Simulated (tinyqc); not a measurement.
Valley-orbit splitting of a donor ground state, with strain. Inputs raised by 10 %, one at a time. Computed by tinyqc, a small Python program. Command: `OMP_NUM_THREADS=1 python tinyqc.py 3007817 3007818 out.jsonl valleyorbit sens`. One thread of a shared host (Intel(R) Xeon(R) Processor @ 2.30GHz), about 0.01 s of CPU time with the checks.

The basis is the 1s envelope in each valley; energies are counted from the unstrained conduction-band edge. The strain is e_s (a a^T - 1/3) for the unit stress axis a, so valley j along n_j moves by Xi_u e_s w_j with w_j = (n_j.a)^2 - 1/3: -1/3 for x and y, +2/3 for z.

Inputs (values chosen for the exercise, modelled on donors in silicon): single-valley binding energy E_0 = 32.1 meV; central-cell shift Lambda = 8.68 meV; coupling Delta_1 = 4.33 meV; coupling Delta_2 = 3.06 meV; shear deformation potential Xi_u = 8.56 eV; shear strain e_s = -7.9e-05; temperature T = 10 K; donor density N_D = 7.6e+16 cm^-3; density-of-states mass of one valley m_e = 0.328 m_0.

Valleys: six along <100>. Stress axis: [001].

Constants: k_B = 8.617333262e-05 eV/K; m_0 = 9.1093837015e-31 kg; k_B = 1.380649e-23 J/K; h = 6.62607015e-34 J s.

Method:
- H_jj = -(E_0 + Lambda) + Xi_u e_s w_j; H_jk = -Delta_2 between opposite valleys and -Delta_1 between perpendicular ones.
- Diagonalise H; the ground vector has positive components. The density at the nucleus, and so the contact hyperfine coupling, scales as (sum_j c_j)^2/(number of valleys), which is 1 without strain; the envelopes are held fixed.
- The binding energy is counted from the lowest valley edge, min_j Xi_u e_s w_j; the gap is from the ground state to the next level.
- z = sum over levels of exp(-(E - E_ground)/k_B T), the ground-state share being 1/z; N_c = 2 (2 pi m_e k_B T/h^2)^(3/2) sum_j exp(-(shift_j - lowest shift)/k_B T); n1 = N_c/(2 z) exp(-binding/k_B T), binding = lowest shift - E_ground; without compensation n = 2 N_D/(1 + sqrt(1 + 4 N_D/n1)) (Boltzmann statistics; p and higher states left out).

Runs; columns: (1) input moved; (2) from; (3) to; (4) binding energy under strain (meV); (5) hyperfine ratio A/A_0; (6) free electrons n (cm^-3); (7) share of neutral donors in the ground state:
```
(1)                                          (2)        (3)     (4)      (5)     (6)     (7)
base run                                       -          -  60.713  0.99985   32.44  1.0000
single-valley binding energy E_0 (meV)      32.1      35.31  63.923  0.99985    5.04  1.0000
coupling Delta_1 (meV)                      4.33      4.763  62.445  0.99987   11.88  1.0000
coupling Delta_2 (meV)                      3.06      3.366  61.019  0.99985   27.16  1.0000
shear deformation potential Xi_u (eV)       8.56      9.416  60.669  0.99981   32.67  1.0000
shear strain e_s                        -7.9e-05  -8.69e-05  60.669  0.99981   32.67  1.0000
temperature T (K)                             10         11  60.713  0.99985  871.80  1.0000
donor density N_D (cm^-3)                7.6e+16   8.36e+16  60.713  0.99985   34.02  1.0000
```

Exponents ln(y'/y) / ln(x'/x); columns: (1) input; (2) binding energy under strain; (3) hyperfine ratio A/A_0; (4) free electrons n; (5) share of neutral donors in the ground state:
```
(1)                                  (2)  (3)      (4)  (5)
single-valley binding energy E_0   0.541    0  -19.542    0
coupling Delta_1                   0.295    0  -10.542    0
coupling Delta_2                   0.053    0   -1.863    0
shear deformation potential Xi_u  -0.008    0    0.077    0
shear strain e_s                  -0.008    0    0.077    0
temperature T                      0.000    0   34.533    0
donor density N_D                  0.000    0    0.500    0
```

To which inputs is each result most sensitive?

Among the inputs moved here: binding energy under strain answers most in size to single-valley binding energy E_0 (exponent +0.541), next to coupling Delta_1 (+0.295); its exponent is below 0.0005 for temperature T, donor density N_D. hyperfine ratio A/A_0 hardly depends on these (all exponents below 0.005). Free electrons n answers most in size to temperature T (exponent +34.533), next to single-valley binding energy E_0 (-19.542). Its exponent +0.500 in donor density N_D: freeze-out, n = sqrt(n1 N_D). share of neutral donors in the ground state hardly depends on these (all exponents below 0.005).
